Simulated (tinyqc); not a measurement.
Changing the grain-boundary energy gamma_b: capillary instabilities by surface diffusion: grooving and agglomeration of films, edge retraction, wire break-up and smoothing of roughness. Computed by tinyqc, a small Python program. Command: `OMP_NUM_THREADS=1 python tinyqc.py 3006931 3006932 out.jsonl dewet sweep`. One thread of a shared host (Intel(R) Xeon(R) Processor @ 2.30GHz), about 0.01 s of CPU time with the checks.

Isotropic surface energy; shapes change by surface diffusion alone.

Inputs (values chosen for the exercise, of the order of those of a cobalt film):
```
quantity,value,unit
surface energy gamma_s,2.11,J/m^2
atomic volume Omega,11.1,angstrom^3
surface sites nu,15,1/nm^2
prefactor D0,0.00042,m^2/s
activation energy Q,1.69,eV
temperature T,692,K
time t,64,s
film thickness h,3.8,nm
grain radius R,14,nm
```

Grooves: at the surface only.

Constants: k_B = 8.617333262e-05 eV/K; k_B = 1.380649e-23 J/K.

Method:
- B = D_s nu gamma_s Omega^2/(k_B T), D_s = D0 exp(-Q/(k_B T)).
- Groove angle beta: sin(beta) = gamma_b/(2 gamma). For circular grains of radius R with spherical caps the groove ends (measured from the mean surface) at the depth R g(beta), g = (2 - 3 cos beta + cos^3 beta)/(3 sin^3 beta). The film parts if R g(beta_s) > h.
- Mullins' isolated groove: depth below the flat surface d = 0.780 m (B t)^(1/4), m = tan(beta_s), width between the ridges 4.6 (B t)^(1/4); time to reach h: (h/(0.780 m))^4/B.

One run for each value:
```
grain-boundary energy gamma_b (J/m^2),critical R/h,beta_s (degrees),time to reach the substrate (s)
0.211,79.933,2.866,1.0635e+06
0.389,43.270,5.289,9.0959e+04
0.567,29.591,7.722,1.9765e+04
0.745,22.421,10.168,6.4555e+03
0.922,18.013,12.620,2.6586e+03
1.100,14.992,15.109,1.2571e+03
1.280,12.774,17.657,6.5071e+02
1.460,11.087,20.241,3.6133e+02
```

Over the rows, critical R/h falls from 79.9 to 11.1 (exponent d ln y / d ln x -1.0 between the first rows and -1.1 between the last); beta_s (degrees) rises from 2.87 to 20.2 (exponent d ln y / d ln x about 1.0 throughout); time to reach the substrate (s) falls from 1.06e6 to 361 (exponent d ln y / d ln x -4.0 between the first rows and -4.5 between the last). At the low end the exponent of critical R/h is -1.00, close to -1: g is about beta/4 for small angles.

Caution (all rows): the grains are too small for the surface groove ever to reach the depth h.
